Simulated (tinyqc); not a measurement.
From results back to parameters: valley splitting in a one-orbital chain of atomic planes (second-neighbour model). Five cases, with inputs chosen for the exercise.

Problem. For E(phi) = e0 + 2 v cos(phi) + 2 u cos(2 phi) with u, v > 0 and planes a/4 apart, the heights of the band at phi = 0 and phi = pi above its minimum were computed from hidden u and v; c = hbar^2/2m0.

Constants: hbar^2/2m0 = 3.80998211 eV angstrom^2.

Case 1.

Values chosen (out of a larger set: near those of the Delta valleys of silicon; abrupt walls in this chain split the valleys several times more than measured wells; not measured data): a = 5.425 angstrom (lattice constant; planes lie a/4 apart).

E(0) - Emin = 3.812579 eV
E(pi) - Emin = 1.512579 eV

Case 2.

Values chosen (out of a larger set: near those of the Delta valleys of silicon; abrupt walls in this chain split the valleys several times more than measured wells; not measured data): a = 5.433 angstrom (lattice constant; planes lie a/4 apart).

E(0) - Emin = 4.267128 eV
E(pi) - Emin = 1.247128 eV

Case 3.

Values chosen (out of a larger set: near those of the Delta valleys of silicon; abrupt walls in this chain split the valleys several times more than measured wells; not measured data): a = 5.423 angstrom (lattice constant; planes lie a/4 apart).

E(0) - Emin = 3.987655 eV
E(pi) - Emin = 1.483655 eV

Case 4.

Values chosen (out of a larger set: near those of the Delta valleys of silicon; abrupt walls in this chain split the valleys several times more than measured wells; not measured data): a = 5.439 angstrom (lattice constant; planes lie a/4 apart).

E(0) - Emin = 3.571200 eV
E(pi) - Emin = 1.587200 eV

Case 5.

Values chosen (out of a larger set: near those of the Delta valleys of silicon; abrupt walls in this chain split the valleys several times more than measured wells; not measured data): a = 5.439 angstrom (lattice constant; planes lie a/4 apart).

E(0) - Emin = 3.796796 eV
E(pi) - Emin = 1.280796 eV

Find: u, v; phi0; mass at the minimum.

Solution. E - Emin = 4u (cos(phi) + v/(4u))^2. The difference of the two heights is 4v, and for v < 4u the sum of their square roots is 4 sqrt(u). The mass is (2c)/((a/4)^2 (8u - v^2/(2u))).

Case 1.

u, v (eV): 0.633  0.575

phi0 = 1.7999 rad
mass at the minimum = 0.863 m0

Case 2.

u, v (eV): 0.633  0.755

phi0 = 1.8736 rad
mass at the minimum = 0.895 m0

Case 3.

u, v (eV): 0.646  0.626

phi0 = 1.8155 rad
mass at the minimum = 0.852 m0

Case 4.

u, v (eV): 0.620  0.496

phi0 = 1.7722 rad
mass at the minimum = 0.866 m0

Case 5.

u, v (eV): 0.593  0.629

phi0 = 1.8392 rad
mass at the minimum = 0.934 m0

Computed by tinyqc, one run a case: `OMP_NUM_THREADS=1 python tinyqc.py N N+1 out.jsonl` with N = 1481352, 1481364, 1481423, 1481461, 1481562; one thread of a shared Intel(R) Xeon(R) Processor @ 2.30GHz, about 0.02 s a run at most.
